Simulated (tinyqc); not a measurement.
Threshold spread from leakage statistics.

Inverse problem. VT is Gaussian with standard deviation s and Ioff goes as exp(-VT/(n Vt)), so Ioff is log-normal: mean/median = exp(w^2/2) with w = s/(n Vt). Find w, s, the relative standard deviation sqrt(exp(w^2) - 1) and the share of devices that leak more than the mean, erfc(w/(2 sqrt(2)))/2.

Parameters, values chosen for the exercise:
```
symbol  value  unit              meaning
T         300     K          temperature
n        1.18        subthreshold factor
```

Constants: q = 1.602176634e-19 C, kB = 1.380649e-23 J/K, Vt = kB T/q. Results are converted to the units shown.

mean/median of the off current = 2.1097996

Solution. w = sqrt(2 ln(mean/median)); the mean lies w/2 standard deviations out in ln Ioff.

w = 1.22
s = 37.3 mV
relative standard deviation = 1.86
share above the mean = 27.1 %

Program tinyqc, `OMP_NUM_THREADS=1 python tinyqc.py 2090066 2090067 out.jsonl`; Intel Xeon 2.30GHz, shared host, one thread, about 0.01 s.
